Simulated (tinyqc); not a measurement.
Worked calculation: Hueckel theory of the pi electrons, for the molecule c1ccc2[nH]ccc2c1 (SMILES; centres numbered as the heavy atoms are written). One step of it, computed by the program tinyqc.

Task: Energy, charges, bond orders. E = sum n x; q_r = z_r - P_rr; bond order p = P_rs; free valence = sqrt(3) - sum of p over the bonds of the atom.

x values: [2.434188, 1.756359, 1.324641, 0.861542, 0.605562, -0.814869, -1.089365, -1.450483, -2.147574]

occupations: [2.000000, 2.000000, 2.000000, 2.000000, 2.000000, 0.000000, 0.000000, 0.000000, 0.000000]

charge and bond-order matrix P:
```
           1C         2C         3C         4C         5N         6C         7C         8C
1C   1.025906   0.635398  -0.028465  -0.288811   0.097952   0.036372  -0.101924  -0.030977
2C   0.635398   1.018473   0.686947  -0.017876  -0.098448   0.186949   0.047261  -0.276395
3C  -0.028465   0.686947   1.029062   0.625528  -0.116851  -0.062948   0.012478   0.039331
4C  -0.288811  -0.017876   0.625528   0.998630   0.347444  -0.262108  -0.070878   0.574041
5N   0.097952  -0.098448  -0.116851   0.347444   1.785324   0.387099  -0.229446  -0.155534
6C   0.036372   0.186949  -0.062948  -0.262108   0.387099   0.977630   0.832405  -0.037672
7C  -0.101924   0.047261   0.012478  -0.070878  -0.229446   0.832405   1.112042   0.471538
8C  -0.030977  -0.276395   0.039331   0.574041  -0.155534  -0.037672   0.471538   1.036970
9C   0.699364  -0.021032  -0.340360   0.031898   0.054089  -0.215409  -0.041866   0.585023

           9C
1C   0.699364
2C  -0.021032
3C  -0.340360
4C   0.031898
5N   0.054089
6C  -0.215409
7C  -0.041866
8C   0.585023
9C   1.015961
```

Centres:
```
centre  z_r, pi electrons of the neutral centre         h
1C                                            1  0.000000
2C                                            1  0.000000
3C                                            1  0.000000
4C                                            1  0.000000
5N                                            2  1.480000
6C                                            1  0.000000
7C                                            1  0.000000
8C                                            1  0.000000
9C                                            1  0.000000
```

Bonds:
```
i  j         k
1  2         1
2  3         1
3  4         1
4  5  0.750000
5  6  0.750000
6  7         1
7  8         1
8  9         1
9  1         1
8  4         1
```

Give: pi energy = 10 alpha + this times beta; pi charges; Bond orders and lengths from R = 1.517 - 0.180 p; free valence of the carbons; gap between the highest filled and the next level.

Result:

pi energy = 10 alpha + this times beta = 13.965

pi charges: 1C -0.026, 2C -0.018, 3C -0.029, 4C 0.001, 5N 0.215, 6C 0.022, 7C -0.112, 8C -0.037, 9C -0.016

Bond orders and lengths from R = 1.517 - 0.180 p (angstrom, C-C alone):
```
bond      p      R
1-2   0.635  1.403
2-3   0.687  1.393
3-4   0.626  1.404
4-5   0.347      -
5-6   0.387      -
6-7   0.832  1.367
7-8   0.472  1.432
8-9   0.585  1.412
9-1   0.699  1.391
8-4   0.574  1.414
```

free valence of the carbons: 1C 0.397, 2C 0.410, 3C 0.420, 4C 0.185, 6C 0.513, 7C 0.428, 8C 0.101, 9C 0.448

gap between the highest filled and the next level = 1.420 |beta|
